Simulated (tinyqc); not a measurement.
ROHF in the 6-31g basis, for H2+, spin multiplicity 2, step by step. One step of it, computed by the program tinyqc.

Task: Iteration 2: DIIS coefficients. Solve [B -1; -1 0][c; lambda] = [0; -1] for the coefficients, which sum to one.

B (overlaps of the stored error matrices):
```
[[2.8877201e-01, 4.3727941e-03],
 [4.3727941e-03, 1.5878102e-02]]
```

Give: DIIS coefficients.

Result:

DIIS coefficients: [0.0389, 0.9611]
